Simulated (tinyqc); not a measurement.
## Poole-Frenkel parameters from three currents

Inverse problem. Poole-Frenkel conduction in an insulator follows J = s0 F exp[-(pt - sqrt(q F/(pi eps0 ei)))/Vt], Vt = kB T/q, F in V/cm. Find ei, pt and s0.

Constants: q = 1.602176634e-19 C, kB = 1.380649e-23 J/K, eps0 = 8.8541878128e-14 F/cm where lengths are in cm. Results are converted to the units shown.

J at (0.87 MV/cm, 400 K), (3.48 MV/cm, 400 K) and (3.48 MV/cm, 450 K) (A/cm^2): [2.4940938e-4, 140.72433, 338.83769]

Answer. The two fields give the lowering coefficient and so ei; the two temperatures give the lowered barrier, to which the lowering is added back.

ei = 3.00
pt = 1.09 eV
s0 = 0.110 S/cm

Computed by the program tinyqc: `OMP_NUM_THREADS=1 python tinyqc.py 2370055 2370056 out.jsonl`, one thread of a shared Intel Xeon 2.30GHz, about 0.01 s for the whole run.
